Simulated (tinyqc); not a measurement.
When the interface binds a state: heterojunction of two tight-binding chains.

Left chain: hopping -t1, sites at 2 t1 (band bottom 0). Right chain: hopping -t2, sites at dE + 2 t2 (bottom dE). t = c/(m a^2), c = hbar^2/2m0. The bond across the interface is -tc with tc = f sqrt(t1 t2), and the last left site has the extra energy U. In a chain E = bottom + 2t (1 - cos(ka)); the surface Green function of a half chain is g = -exp(ika)/t, with Im k > 0 where cos(ka) > 1.

Constants: hbar^2/2m0 = 3.80998211 eV angstrom^2.

Values chosen for the exercise (masses and offset of the size met at GaN / AlGaN; not measured data): a = 4 angstrom (site spacing); m1 = 0.202 m0 (mass on the left); m2 = 0.265 m0 (mass on the right); dE = 0.43 eV (band offset); f = 0.74 (factor on the interface hopping).

A state below both bands solves E - 2 t1 - U - S1(E) - S2(E) = 0 for E < 0, with S1 = -t1 z1, S2 = -(tc^2/t2) z2 and |z| < 1 the decaying root of z + 1/z = 2 - (E - bottom)/t. Decay lengths -a/ln|z|. The threshold is the U that solves the equation at E = 0. A dash: no bound state.

Interface state:
```
U (eV)   E (eV)  decay left (angstrom)  decay right (angstrom)
-0.26         -                      -                       -
-0.51         -                      -                       -
-0.77         -                      -                       -
-0.94   -0.0060                   56.1                     5.9
-1.11   -0.0432                   20.9                     5.6
-1.36   -0.1381                   11.7                     5.2
-1.70   -0.3159                    7.8                     4.5
-2.55   -0.9009                    4.7                     3.5
```

threshold U = -0.8514 eV

The step and the weakened interface bond push the state out, so an attraction must exceed 0.8514 eV to bind; 5 of the 8 rows are bound. At U = -2.55 eV the state decays over 4.7 angstrom to the left and 3.5 to the right, where the band lies higher.

Run: tinyqc, `OMP_NUM_THREADS=1 python tinyqc.py 1481234 1481235 out.jsonl`; Intel(R) Xeon(R) Processor @ 2.30GHz, one thread, shared host; about 0.01 s of CPU time with all checks.
